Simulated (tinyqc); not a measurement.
Choice of the trial bonds: Wannier functions of a composite (isolated) pair of valence bands (bonds of an sp chain).

Each atom has a hybrid pointing left (<) and right (>). H(k): diagonal +V3 on A, -V3 on B; <A<|A>> = -V1a, <B<|B>> = -V1b, <A>|B<> = -V2, <B>|A<> = -V2p exp(ik); k in 1/a, Bloch sums with exp(ikR). The two lowest bands are filled. Trial functions in cell 0: g1 = cos(c) A> + sin(c) B<, and g2 = sin(c) B> + cos(c) A< of cell 1, whose Bloch vector has cos(c) exp(-ik) on A<. Projection A_mn = <psi_m|g_n>, S = A^+ A, Loewdin U = A S^(-1/2), Bloch-like states w_n = sum_m psi_m U_mn, H_W(k) = U^+ diag(E) U. P = sum_m |psi_m><psi_m| is free of phase choices, and S = g^+ P g, w = P g S^(-1/2).

Values chosen for the exercise: V2 = 4.96 eV (coupling in the bond A-B inside the cell); V2p = 3.21 eV (coupling in the bond to the next cell); V1a = 0.86 eV (coupling of the two hybrids on A); V1b = 1.49 eV (the same on B); V3 = 0 eV (A at +V3, B at -V3); xb = 0.41 a (position of B (A at 0)).

N = 12; centres and spreads in real space with point-like hybrids at R and R + xb; smallest eigenvalue of S over the mesh.

Trial angle:

| c (deg) | smallest S | centre 1 (a) | centre 2 (a) | sum of centres | total spread (a^2) | H_12(R = 0), mean over k (eV) |
|---|---|---|---|---|---|---|
| 15 | 0.621 | 0.2077 | 0.7023 | 0.9100 | 0.1352 | -0.7453 |
| 30 | 0.847 | 0.2077 | 0.7023 | 0.9100 | 0.1350 | -0.7428 |
| 45 | 0.979 | 0.2077 | 0.7023 | 0.9100 | 0.1350 | -0.7406 |
| 55 | 0.904 | 0.2077 | 0.7023 | 0.9100 | 0.1350 | -0.7391 |
| 65 | 0.779 | 0.2077 | 0.7023 | 0.9100 | 0.1351 | -0.7375 |
| 75 | 0.621 | 0.2077 | 0.7023 | 0.9100 | 0.1351 | -0.7356 |
| 85 | 0.447 | 0.2077 | 0.7023 | 0.9100 | 0.1353 | -0.7333 |

What can be read from this table?

The sum of the centres stays at 0.9100 a within 0.0000: it gives the electronic polarisation, modulo a, and is fixed by the filled space. Single centres move by less than 0.0001 a here and H_12(0), a matter of gauge, moves by 12 meV. The total spread runs only from 0.1350 to 0.1353 a^2, so the orthogonalisation repairs even poor trials; the projection is best at c = 45 degrees among these rows, and the two bonds, isolated, have c = 45 and 45.

tinyqc: `OMP_NUM_THREADS=1 python tinyqc.py 1481904 1481905 out.jsonl`; about 0.3 s, one thread, shared Intel(R) Xeon(R) Processor @ 2.30GHz.
